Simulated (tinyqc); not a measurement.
# Thermoelectric coefficients with energy filtering, Landauer integrals: what changes with what

Bulk parabolic band, x = (E - Ec)/kB T, C = hbar^2/(2 m0), kB T in eV. Modes per area gv m kB T x/(4 pi C) times the back-scattering length l0 x^rr give the transport function s0 X(x), s0 = (2 q^2/h) gv m kB T l0/(4 pi C), X = x^(1 + rr), multiplied by tb for x < xb. I_k = int X (x - eta)^k w dx, w = 1/(4 cosh^2((x - eta)/2)).

Inputs (values chosen for the exercise):

| symbol | value | unit | meaning |
|---|---|---|---|
| T | 400 | K | temperature |
| m | 0.7 | m0 | mass of one valley |
| gv | 1 |  | valleys |
| l0 | 38 | nm | back-scattering length at x = 1 |
| rr | 0 |  | energy exponent of that length |
| kL | 0.34 | W/(m K) | lattice thermal conductivity |
| eta | 3.7 |  | reduced Fermi level (EF - Ec)/kB T |
| xb | 5.4 |  | barrier height over kB T, above Ec |
| tb | 0.05 |  | share of the transport function left below the barrier |

Constants: q = 1.602176634e-19 C, kB = 1.380649e-23 J/K, hbar = 1.054571817e-34 J s, h = 6.62607015e-34 J s, m0 = 9.1093837015e-31 kg, Vt = kB T/q, hbar^2/(2 m0) = 0.0380998212 eV nm^2. Results are converted to the units shown.

Each table varies one quantity; the others keep the values above.

## Effect of the barrier height

sigma = s0 I_0, S = -(kB/q) I_1/I_0, Lorenz number L = (kB/q)^2 [I_2/I_0 - (I_1/I_0)^2], kappa_e = L sigma T. Power factor S^2 sigma, ZT = S^2 sigma T/(kappa_e + kL). The integrals are converged.

Effect of the barrier height:

| xb | sigma (S/cm) | S (uV/K) | kappa_e (W/(m K)) | power factor (mW/(m K^2)) | ZT |
|---|---|---|---|---|---|
| 0 | 5526 | -72.89 | 4.563 | 2.936 | 0.2395 |
| 1 | 5495 | -74.78 | 4.425 | 3.073 | 0.2580 |
| 1.9 | 5328 | -82.95 | 3.954 | 3.666 | 0.3415 |
| 2.9 | 4748 | -105.9 | 3.020 | 5.328 | 0.6343 |
| 3.9 | 3594 | -147.2 | 1.983 | 7.791 | 1.342 |
| 4.8 | 2371 | -194.5 | 1.335 | 8.972 | 2.142 |
| 5.8 | 1331 | -241.4 | 1.044 | 7.755 | 2.242 |
| 6.7 | 792.7 | -258.8 | 1.009 | 5.308 | 1.574 |
| 7.7 | 497.1 | -236.7 | 0.9762 | 2.785 | 0.8463 |

Read the table: what changes, and by how much?

sigma falls from 5530 to 497 S/cm, |S| goes from 72.9 through a maximum of 259 (at xb = 6.7 among the rows listed) to 237 uV/K, and the power factor goes from 2.94 through a maximum of 8.97 (at xb = 4.8 among the rows listed) to 2.78 mW/(m K^2). Without a barrier the power factor at this eta = 3.7 is 2.94; the best row is 3.06 times that. States below the Fermi level add to sigma but subtract from |S|, and the barrier removes them.

## Effect of the Fermi level

Same model as above.

Results:

| eta | sigma (S/cm) | S (uV/K) | kappa_e (W/(m K)) | power factor (mW/(m K^2)) | ZT |
|---|---|---|---|---|---|
| 0.4 | 128.1 | -346.0 | 0.2241 | 1.534 | 1.088 |
| 1.3 | 261.6 | -315.7 | 0.3943 | 2.607 | 1.420 |
| 2.2 | 525.5 | -289.1 | 0.6059 | 4.393 | 1.858 |
| 3.1 | 1062 | -254.5 | 0.8646 | 6.878 | 2.284 |
| 4 | 2115 | -208.4 | 1.286 | 9.182 | 2.259 |
| 4.9 | 3906 | -157.1 | 2.122 | 9.646 | 1.567 |
| 5.8 | 6275 | -110.9 | 3.609 | 7.717 | 0.7816 |
| 6.7 | 8651 | -76.41 | 5.695 | 5.052 | 0.3348 |
| 7.6 | 1.067e4 | -54.31 | 8.023 | 3.145 | 0.1504 |
| 9.4 | 1.384e4 | -33.72 | 12.23 | 1.573 | 0.05005 |

Estimate the missing row, eta = 8.5.

Computed row:

| eta | sigma (S/cm) | S (uV/K) | kappa_e (W/(m K)) | power factor (mW/(m K^2)) | ZT |
|---|---|---|---|---|---|
| 8.5 | 1.235e4 | -41.29 | 10.25 | 2.105 | 0.07952 |

With this row back in the table: sigma rises from 128 to 13800 S/cm, and S rises from -346 to -33.7 uV/K. Among the rows the power factor is largest at eta = 4.9 and ZT, 2.28, at eta = 3.1, where S = -255 uV/K. ZT peaks at a lower eta than the power factor because kappa_e grows with sigma.

Range of the model: Parabolic bands, elastic scattering and a fixed kL make these model figures, not those of a material.

Program tinyqc, `OMP_NUM_THREADS=1 python tinyqc.py 2800010 2800011 out.jsonl`; Intel Xeon 2.30GHz, shared host, one thread, about 0.02 s.
